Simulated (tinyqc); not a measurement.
Trench capacitor in an array: capacitance, non-linearity, leakage and relaxation: one step of the calculation.

A film between two metal electrodes, each interface adding a series capacitance ci. The small-signal permittivity is ek (1 + aq E^2); the field is found with the linear permittivity. Leakage J = J0 sinh(E/Ef). After a voltage step the film passes a relaxation current kr C V tt^(-nr), tt being the time in seconds. The sidewall is a coaxial capacitor with radii a = dm/2 - t and b = dm/2, depth AR dm; the end face is left out.

Problem. Planar capacitance, field and non-linearity. Planar film: Cf = eps0 ek/t, 1/C = 1/Cf + 2/ci, EOT = 3.9 eps0/C, effective permittivity C t/eps0, E = (V/t) C/Cf; quadratic coefficient [C(V)/C - 1]/V^2 with Cf (1 + aq E^2) in C(V).

Values chosen for this exercise; permittivity of the order of that of zirconium oxide: relative permittivity of the film ek = 33.3; film thickness t = 21 nm; capacitance of each electrode interface (dead layer and screening) ci = 31 uF/cm^2; quadratic field coefficient of the permittivity aq = 0.011 cm^2/MV^2; bias V = 1.2 V; leakage prefactor J0 = 3.1e-11 A/cm^2; field for an e-fold rise of the leakage Ef = 0.44 MV/cm.

Constants: eps0 = 8.8541878128e-14 F/cm where lengths are in cm. Results are converted to the units shown.

Give: Cf; C; EOT; effective permittivity; E; quadratic coefficient; J.

Solution.

Cf = 1.404 uF/cm^2
C = 1.287 uF/cm^2
EOT = 2.682 nm
effective permittivity = 30.53
E = 0.5240 MV/cm
quadratic coefficient = 1923 ppm/V^2
J = 4.628e-11 A/cm^2

The interfaces take 8.31 % of the voltage.

Program tinyqc, `OMP_NUM_THREADS=1 python tinyqc.py 2102031 2102032 out.jsonl`; Intel Xeon 2.30GHz, shared host, one thread, about 0.01 s.
